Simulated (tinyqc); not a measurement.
Inside a calculation. Model: longitudinal sound in a periodic multilayer: transfer matrices, stop bands and folded phonons. Computed by tinyqc, a small Python program that keeps every step. Command: `OMP_NUM_THREADS=1 python tinyqc.py 3003528 3003529 out.jsonl multilayer walk`. One thread of a shared host (Intel(R) Xeon(R) Processor @ 2.30GHz), about 0.01 s of CPU time with the checks. Intermediate numbers are printed to about 6 digits and carried at full precision; extremes and crossings named in words are read from the listed rows.

Layers 1 and 2 repeat with period d = d_1 + d_2; waves travel normal to the layers, without loss. State vector (u, s): displacement u and stress divided by omega. Impedances Z = rho v are in 1e6 kg/(m^2 s).

Inputs (values chosen for the exercise, modelled on copper (layer 1), tantalum (layer 2) and silica (substrate)):

| quantity | value | unit |
|---|---|---|
| density rho_1 | 8.79 | g/cm^3 |
| velocity v_1 | 4680 | m/s |
| thickness d_1 | 10.1 | nm |
| density rho_2 | 16.6 | g/cm^3 |
| velocity v_2 | 4200 | m/s |
| thickness d_2 | 8.81 | nm |
| substrate density | 2.23 | g/cm^3 |
| substrate velocity | 5870 | m/s |
| periods N | 4 | - |
| frequency f | 84.7 | GHz |
| optical wave vector q d/pi | 0.24 | - |

## Impedances, mean velocity and Bragg frequency

Z = rho v; interface reflection r = (Z_2 - Z_1)/(Z_2 + Z_1) (stress amplitude, from 1 into 2); Bragg frequency f_B = 1/[2 (d_1/v_1 + d_2/v_2)]; long-wave velocity v_eff = d/sqrt[(d_1/v_1)^2 + (d_2/v_2)^2 + (Z_1/Z_2 + Z_2/Z_1)(d_1/v_1)(d_2/v_2)].

Z_1 = 41.1372

Z_2 = 69.72

Z of the substrate = 13.0901

interface reflection r = 0.257834

Bragg frequency f_B = 117.488 GHz

long-wave velocity v_eff = 4293.21 m/s

## Transfer matrix of one period

A layer maps (u, s) by [[cos p, sin p/Z], [-Z sin p, cos p]], p = 2 pi f d_i/v_i; one period is M = M_2 M_1, and cos(q d) = trace(M)/2.

phase p_1 = 1.14852 rad

phase p_2 = 1.11632 rad

M:
```
           1          2
1  -0.303659  0.0150156
2   -42.1459   -1.20910
```

trace(M)/2 = -0.756381

|trace/2| < 1: f lies in a pass band, with q d = 2.4286 rad (folded into 0 to pi).

## Transmission through N periods

For N periods A = M^N. A wave comes from a thick layer of material 1 and leaves into the substrate (Z_s): transmitted power T = 4 Z_1 Z_s/|Z_1 A_22 + Z_s A_11 - i (Z_1 Z_s A_12 - A_21)|^2, reflected power R = 1 - T.

A = M^N:
```
          1            2
1  -1.15595  -0.00655208
2   18.3904    -0.760853
```

transmitted power T = 0.817056

T in decibel = -0.877484 dB

## The first stop band

Gap m contains m f_B; its edges, where trace(M)/2 = (-1)^m, are found by root search. Weak-contrast estimate of the width: (4 f_B/pi) |r sin(m pi a)|, a = (d_1/v_1)/(d_1/v_1 + d_2/v_2).

lower edge = 97.9867 GHz

upper edge = 136.987 GHz

width/f_B = 33.1949 %

transmitted power at f_B = 0.0185435

## The first four gaps

The formulas are those given above.

Stop bands (GHz):

| m | lower edge | upper edge | width | weak-contrast estimate |
|---|---|---|---|---|
| 1 | 97.987 | 136.987 | 39.0001 | 38.5601 |
| 2 | 234.119 | 235.841 | 1.7221 | 1.7220 |
| 3 | 333.000 | 371.921 | 38.9205 | 38.4832 |
| 4 | 468.239 | 471.680 | 3.4409 | 3.4406 |

With a = 0.507, gap 1 is the widest and gap 2 the narrowest: the layers are near a quarter wave each at f_B, so the even gaps almost close. The weak-contrast estimate misses the first width by -1.1 % at |r| = 0.26. Odd gaps open at the edge of the folded zone (q = pi/d), even ones at its centre.

## Mirror strength against the number of periods

The formulas are those given above.

Transmitted power:

| N | T at f_B | T at f_B (dB) | T at f |
|---|---|---|---|
| 1 | 0.359234 | -4.44623 | 0.398261 |
| 2 | 0.143098 | -8.44367 | 0.331133 |
| 3 | 0.0523345 | -12.8121 | 0.494792 |
| 4 | 0.0185435 | -17.3181 | 0.817056 |
| 6 | 0.00226718 | -26.4451 | 0.332027 |
| 8 | 2.75202e-04 | -35.6035 | 0.724220 |
| 12 | 4.04740e-06 | -53.9282 | 0.560304 |
| 16 | 5.95172e-08 | -72.2536 | 0.434006 |
| 24 | 1.28699e-11 | -108.904 | 0.330072 |

At f_B each further period removes 4.58 dB at large N, which is 20 log10 of the impedance ratio, 4.58 dB, as for a quarter-wave stack; 99 % reflection needs N = 6 among these rows. At f, in a pass band, T does not decay with N. Values below about 1e-6 belong to the ideal stack: roughness and scattering into other modes, left out here, set a floor in a real one.

## Folded doublet seen in light scattering

Light transfers the wave vector q. Solve trace(M)/2 = cos(q d) on the first branch (Brillouin line) and on the two branches around 2 f_B (first folded doublet); 1/cm = 29.9792458 GHz.

Brillouin line = 27.1988 GHz

lower folded mode = 207.767 GHz

upper folded mode = 262.194 GHz

centre of the doublet = 7.83810 1/cm

splitting / twice the Brillouin frequency = 1.00055

The doublet is split by about twice the Brillouin frequency, as for a folded straight line; its centre measures the period.

Checks made by the program: trace against Rytov's formula cos p_1 cos p_2 - (1/2)(Z_1/Z_2 + Z_2/Z_1) sin p_1 sin p_2 (relative difference below 1e-10).
